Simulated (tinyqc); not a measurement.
Double-gate transistor, scale length and short-channel effects: a higher permittivity at fixed equivalent oxide thickness.

A body of thickness ts between two insulators of thickness ti and two tied gates. Below threshold the potential that source and drain add obeys Laplace's equation and vanishes on the gate. Its lowest mode decays along the channel as exp(-k y); k is the smallest positive root of the matching condition at the interface, and the scale length is Lambda = pi/k.

k is the smallest positive root of f(k) = ei cos(k ti) cos(k ts/2) - eps_r sin(k ti) sin(k ts/2). Along the channel psi(y) = s + a exp(y/l) + b exp(-y/l) with psi(0) = Vbi, psi(L) = Vbi + Vds and l = 1/k = Lambda/pi; with A = Vbi - s, B = A + Vds, x = exp(-L/l): a = (B - A x) x/(1 - x^2), b = (A - B x)/(1 - x^2). The minimum is s + 2 sqrt(a b), at y = (l/2) ln(b/a). The long-channel potential follows the gate as s = sT + (Vg - VTL)/m, and the threshold VT is the gate voltage at which the minimum equals sT. Swing = m Vt ln 10/g at threshold, g = d(minimum)/ds = 1 - (b x + a)/((1 + x) sqrt(a b)). DIBL = [VT(0.05 V) - VT(Vds)]/(Vds - 0.05 V). sT and Vbi are held fixed; m = 1. The equivalent oxide thickness 3.9 ti/ei is held at 0.73 nm, so ti = 0.73 ei/3.9 nm.

Parameters, values chosen for the exercise; permittivities: semiconductor close to that of gallium nitride, insulator close to that of hafnium oxide:
```
symbol,value,unit,meaning
T,300,K,temperature
eps_r,9.64,,relative permittivity of the semiconductor
ts,8.2,nm,body thickness
L,29,nm,channel length
Vbi,0.95,V,potential of the source
sT,0.55,V,potential of the barrier top at threshold
Vds,0.8,V,drain voltage
```

Constants: q = 1.602176634e-19 C, kB = 1.380649e-23 J/K, Vt = kB T/q. Results are converted to the units shown.

Result of one run:
```
ei,ti (nm),Lambda (nm),L/Lambda,DIBL (mV/V),swing (mV/decade)
25,4.6795,13.615,2.1300,27.816,64.684
```

What becomes of these results when the relative permittivity of the insulator ei is changed from 25 to 5, all else the same?

Result of the changed run:
```
ei,ti (nm),Lambda (nm),L/Lambda,DIBL (mV/V),swing (mV/decade)
5,0.93590,11.621,2.4954,15.016,62.351
```

The whole series:
```
ei,ti (nm),Lambda (nm),L/Lambda,DIBL (mV/V),swing (mV/decade)
3.9,0.73000,11.595,2.5011,14.877,62.326
5,0.93590,11.621,2.4954,15.016,62.351
7.5,1.4038,11.706,2.4774,15.474,62.436
10,1.8718,11.829,2.4516,16.150,62.561
15,2.8077,12.206,2.3758,18.326,62.961
20,3.7436,12.791,2.2672,22.005,63.633
25,4.6795,13.615,2.1300,27.816,64.684
35,6.5513,15.949,1.8183,48.236,68.301
```

As ei goes from 3.9 to 35, Lambda rises from 11.6 to 15.9 nm, DIBL rises from 14.9 to 48.2 mV/V and the swing rises from 62.3 to 68.3 mV a decade. The ratio ei/ti is the same in every row, yet the insulator grows from 0.730 to 6.55 nm, and drain fields reach the channel sideways through it.

Program tinyqc, `OMP_NUM_THREADS=1 python tinyqc.py 2420092 2420093 out.jsonl`; Intel Xeon 2.30GHz, shared host, one thread, about 0.01 s.
